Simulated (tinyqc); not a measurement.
Ballistic Schottky-barrier transistor with a two-dimensional channel, WKB contacts: two steps of the calculation.

Source Fermi level 0, drain Fermi level -Vd. Far from the contacts Ec = pn - psi, and the gate moves psi one to one; the band edges relax as exp(-x/lam) from pn at the source and pn - Vd at the drain; Ev = Ec - Eg. A carrier of energy w inside the channel band meets at a contact a barrier of height D (the contact edge beyond the channel edge): T = 1 for w >= D, else exp(-S), S = 4 lam sqrt(m/C) [sqrt(D - w) - sqrt(w) arctan sqrt((D - w)/w)], C = hbar^2/(2 m0). The two contacts combine as Ts Td/(Ts + Td - Ts Td).

Parameters, values chosen for the exercise; channel values close to those of a tungsten diselenide layer: temperature T = 300 K; band gap Eg = 1.4 eV; barrier for electrons at both contacts pn = 0.9 eV; hole mass mp = 0.41 m0; valleys or subbands g = 2; screening length at the contacts lam = 3.3 nm; drain bias Vd = 0.5 V; band shift psi of the channel by the gate ps = 0.42 V; energy of one carrier inside the channel band w0 = 0.049 eV; upper end of the grid wm = 0.26 eV; points of the grid nE = 17.

Constants: q = 1.602176634e-19 C, kB = 1.380649e-23 J/K, hbar = 1.054571817e-34 J s, h = 6.62607015e-34 J s, m0 = 9.1093837015e-31 kg, Vt = kB T/q, hbar^2/(2 m0) = 0.0380998212 eV nm^2. Results are converted to the units shown.

Question 1. Transmission of one of the holes. S and T at both contacts for w = w0, and the tunnelling distance lam ln(D/w) at the higher barrier.

D for holes (eV): source -0.42000000, drain 0.08000000

Find: S at the source; S at the drain; combined T; tunnelling distance.

Answer 1.

S at the source = 0
S at the drain = 1.183
combined T = 0.3062
tunnelling distance = 1.618 nm

Question 2. Current of the holes on a coarse grid. I/W = g (2 q^2/h) int T(w) [N(Es + w) - N(Ed + w)] dw with w the energy of motion along the channel, N(y) = (1/2 pi) sqrt(pi m kB T/C) Fm(-y/kB T), Fm(x) = (1/sqrt(pi)) int_0^infinity u^(-1/2)/(1 + exp(u - x)) du. Electrons: Ds = psi, Dd = psi - Vd, Es = Ec, Ed = Ec + Vd. Holes: Ds = -psi, Dd = Vd - psi, Es = -Ev, Ed = -Ev - Vd. The size of each current is taken; both flow from drain to source and add. Simpson's rule on nE equally spaced w from 0 to wm.

Find: w; Ts; Td; T; size of the supply difference; current.

Answer 2.

| point | w (eV) | Ts | Td | T | size of the supply difference (1/um) |
|---|---|---|---|---|---|
| 0 | 0.00000 | 1.0000 | 4.7968e-6 | 4.7968e-6 | 1.3088e-5 |
| 1 | 0.01625 | 1.0000 | 0.0078812 | 0.0078812 | 6.9806e-6 |
| 2 | 0.03250 | 1.0000 | 0.076527 | 0.076527 | 3.7231e-6 |
| 3 | 0.04875 | 1.0000 | 0.30121 | 0.30121 | 1.9857e-6 |
| 4 | 0.06500 | 1.0000 | 0.69812 | 0.69812 | 1.0591e-6 |
| 5 | 0.08125 | 1.0000 | 1.0000 | 1.0000 | 5.6486e-7 |
| 6 | 0.09750 | 1.0000 | 1.0000 | 1.0000 | 3.0127e-7 |
| 7 | 0.11375 | 1.0000 | 1.0000 | 1.0000 | 1.6068e-7 |
| 8 | 0.13000 | 1.0000 | 1.0000 | 1.0000 | 8.5700e-8 |
| 9 | 0.14625 | 1.0000 | 1.0000 | 1.0000 | 4.5708e-8 |
| 10 | 0.16250 | 1.0000 | 1.0000 | 1.0000 | 2.4378e-8 |
| 11 | 0.17875 | 1.0000 | 1.0000 | 1.0000 | 1.3002e-8 |
| 12 | 0.19500 | 1.0000 | 1.0000 | 1.0000 | 6.9347e-9 |
| 13 | 0.21125 | 1.0000 | 1.0000 | 1.0000 | 3.6986e-9 |
| 14 | 0.22750 | 1.0000 | 1.0000 | 1.0000 | 1.9727e-9 |
| 15 | 0.24375 | 1.0000 | 1.0000 | 1.0000 | 1.0521e-9 |
| 16 | 0.26000 | 1.0000 | 1.0000 | 1.0000 | 5.6115e-10 |

current = 7.2675e-6 uA/um

Range of the model: No scattering, image-force lowering, channel charge or band-to-band tunnelling; parabolic kappa overstates S deep in the gap.

tinyqc, about 0.4 s, one thread, Intel Xeon 2.30GHz (shared host): `OMP_NUM_THREADS=1 python tinyqc.py 2390013 2390014 out.jsonl`
